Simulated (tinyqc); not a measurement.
Worked calculation: polar nitride quantum well with polarisation fields. Values are carried at full precision from step to step, so a last printed digit may differ when a step is redone from the rounded ones.

Growth along [0001]. e_par = (a_sub - a)/a, Ppz = 2 e_par (e31 - e33 C13/C33), P = Psp + Ppz in each layer; strain relaxation and the strain shift of the gaps are left out, although thick layers with more than about 1 % mismatch would relax.

Constants: hbar^2/2m0 = 3.80998211 eV angstrom^2; hc = 1239.841984 eV nm.

Inputs chosen for the exercise (near those of a GaN well in AlGaN; shifted at random, so the results belong to these values and not to a real crystal): a_w = 3.189 angstrom (lattice constant a, well); a_b = 3.174 angstrom (lattice constant a, barrier); a_sub = 3.189 angstrom (in-plane lattice constant of the stack); Psp_w = -0.0336 C/m^2 (spontaneous polarisation); Psp_b = -0.0425 C/m^2 (spontaneous polarisation); e31_w = -0.354 C/m^2; e31_b = -0.366 C/m^2; e33_w = 0.646 C/m^2; e33_b = 0.839 C/m^2; C_w = 0.272 (C13/C33); C_b = 0.266 (C13/C33); Lw = 42 angstrom (well width); Lb = 100 angstrom (barrier width); eps_w = 10.4 (dielectric constant); eps_b = 10.1 (dielectric constant); Eg = 3.44 eV (gap of the well); Vc = 0.294 eV (conduction offset); Vv = 0.138 eV (valence offset); me = 0.2 m0 (electron, well); meb = 0.224 m0 (electron, barrier); mh = 1.2 m0 (hole, everywhere).

## Strain and polarisation

Give strain and polarisation of well and barrier; the bound sheet charge is |P_w - P_b|/e with e = 1.602176634e-19 C.

Layers:
```
layer,e_par,Ppz (C/m^2),P (C/m^2)
well,0.00000,0.00000,-0.03360
barrier,0.00473,-0.00557,-0.04807
```

sheet charge = 0.903 x 1e13/cm^2

Of P_w - P_b = +0.0145 C/m^2 the piezoelectric part gives +0.0056 and the spontaneous part +0.0089.

## Built-in fields

In a periodic stack without free charge the potential drop over a period vanishes: F_w = (P_b - P_w) Lb/(eps0 (eps_w Lb + eps_b Lw)), F_b = -F_w Lw/Lb, eps0 = 8.8541878e-12 F/m; 1 MV/cm = 1e8 V/m = 0.01 V/angstrom.

Give both fields and the drop |F_w| Lw across the well.

F_w = -1.116 MV/cm
F_b = 0.469 MV/cm
drop = 0.469 eV

## Levels with and without the field

Envelope functions on cells of 0.25 angstrom over barrier, well, barrier (widths Lb, Lw, Lb), psi = 0 beyond, psi'/m continuous (mean mass between points), c = hbar^2/2m0. With u(z) the integral of e F (F_w in the well, F_b = -F_w Lw/Lb in the barriers, 1 MV/cm = 0.01 V/angstrom), zero at the centre of the well, the electron sees u plus Vc in the barriers and the hole -u plus Vv. The transition is Eg + E_e + E_h; excitons are left out.

Ground states of electron and hole, their centres, the squared overlap, the transition and its wavelength hc/E.

Results:
```
case,E_e (eV),E_h (eV),<z>_e,<z>_h,overlap^2,E (eV),nm
no field,0.0532,0.0117,0.0,0.0,0.981,3.5049,353.7
built-in field,-0.0224,-0.1209,12.7,-17.0,0.0313,3.2967,376.1
```

The field shifts the line by -208 meV, below the gap of the well material, pulls the carriers 29.7 angstrom apart and, with the rate proportional to overlap^2, lengthens the radiative lifetime by a factor 31.3.

## Estimate from two triangular wells

For a strong field: E = Eg - |e F_w| Lw + a0 (c (e F_w)^2)^(1/3) (me^(-1/3) + mh^(-1/3)), a0 = 2.338107, hard walls, c = hbar^2/2m0, 1 MV/cm = 0.01 V/angstrom.

electron term = 0.3119 eV
hole term = 0.1716 eV
E = 3.4547 eV

Both terms lie below the drop across the well, but the estimate also takes the near wall as infinitely high. Against the grid result 3.2967 eV the estimate errs by +158 meV: +100 from the electron and +58 from the hole, since hard walls stand in for offsets of 0.294 and 0.138 eV into which the carriers leak.

## Checks

- Electron level without field against the matching condition of the square well, eV: both 0.053.

tinyqc: `OMP_NUM_THREADS=1 python tinyqc.py 1251110 1251111 out.jsonl`; about 0.09 s, one thread, shared Intel(R) Xeon(R) Processor @ 2.30GHz.
